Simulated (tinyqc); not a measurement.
## Diffused layer (Gaussian), carriers, mobility and sheet resistance with incomplete ionisation: effect of the temperature

A p-type layer from the surface x = 0 to the junction xj, N(x) = N0 exp(-(x/Ld)^2). Local neutrality (no depletion at surface or junction, no spilling of carriers), intrinsic carriers neglected, Boltzmann statistics.

NB is given at 300 K and scales as (T/300 K)^1.5. xj = Ld sqrt(ln(N0/Nb)). Active dopant A = min(N, Ns); p solves p (p + Nb)/(A - Nb - p) = K, K = (NB/gd) exp(-E/Vt), E = max(Ei - ks A^(1/3), 0), so p = 2 K (A - Nb)/[Nb + K + sqrt((Nb + K)^2 + 4 K (A - Nb))]; mobility mu = m1 + (m2 (T/300 K)^(-bt) - m1)/(1 + ((A + Nb)/Nr)^am). Dose = integral of N, carrier sheet density = integral of p, 1/Rs = q integral of p mu, mean mobility 1/(q Rs sheet density), Hall mobility (unit Hall factor) = integral of p mu^2 over integral of p mu, Hall sheet density = (integral of p mu)^2/integral of p mu^2; all from 0 to xj. Integrals on 4000 steps.

Parameters, values chosen for the exercise; values close to those of boron in silicon over an n-type background:

| symbol | value | unit | meaning |
|---|---|---|---|
| Nb | 4.2e14 | cm^-3 | background doping of the opposite type |
| N0 | 3.8e17 | cm^-3 | peak chemical concentration |
| m1 | 46 | cm^2/(V s) | mobility limit at high doping |
| m2 | 480 | cm^2/(V s) | mobility limit at low doping, at 300 K |
| Nr | 2.25e17 | cm^-3 | reference doping of the mobility law |
| am | 0.713 |  | exponent of the mobility law |
| bt | 2.4 |  | temperature exponent of m2 |
| Ns | 1.94e20 | cm^-3 | solubility limit of active dopant |
| NB | 2.65e19 | cm^-3 | valence-band density of states at the reference temperature |
| Ei | 0.0439 | eV | ionisation energy in the dilute limit |
| gd | 4 |  | degeneracy factor of the level |
| ks | 0 | eV cm | lowering of Ei per N^(1/3) |
| Ld | 47 | nm | diffusion length 2 sqrt(D t) |

Constants: q = 1.602176634e-19 C, kB = 1.380649e-23 J/K, Vt = kB T/q. Results are converted to the units shown.

The same in every row: xj (nm) = 122.6; dose (cm^-2) = 1.582e12.

Results:

| T (K) | carriers (cm^-2) | Rs (ohm/square) | mean mobility (cm^2/(V s)) | Rs xj (ohm nm) | Hall/true sheet density |
|---|---|---|---|---|---|
| 150 | 6.914e11 | 6801 | 1327 | 8.340e5 | 0.9481 |
| 200 | 1.015e12 | 9256 | 664.3 | 1.135e6 | 0.9559 |
| 250 | 1.217e12 | 1.301e4 | 394.3 | 1.595e6 | 0.9622 |
| 350 | 1.409e12 | 2.367e4 | 187.2 | 2.903e6 | 0.9735 |
| 400 | 1.454e12 | 3.024e4 | 142.0 | 3.708e6 | 0.9788 |
| 450 | 1.483e12 | 3.735e4 | 112.7 | 4.580e6 | 0.9838 |

Estimate the missing row, T = 300 K.

Computed row:

| T (K) | carriers (cm^-2) | Rs (ohm/square) | mean mobility (cm^2/(V s)) | Rs xj (ohm nm) | Hall/true sheet density |
|---|---|---|---|---|---|
| 300 | 1.337e12 | 1.787e4 | 261.3 | 2.191e6 | 0.9679 |

With this row back in the table: As T goes from 150 to 450, xj stays at 123 nm, Rs rises from 6800 to 37300 ohm/square, the mean mobility falls from 1330 to 113 cm^2/(V s) and the share of the dose that conducts rises from 43.7 to 93.7 %.

Numbers from tinyqc (`OMP_NUM_THREADS=1 python tinyqc.py 2110021 2110022 out.jsonl`; about 0.01 s on one thread of a shared Intel Xeon 2.30GHz).
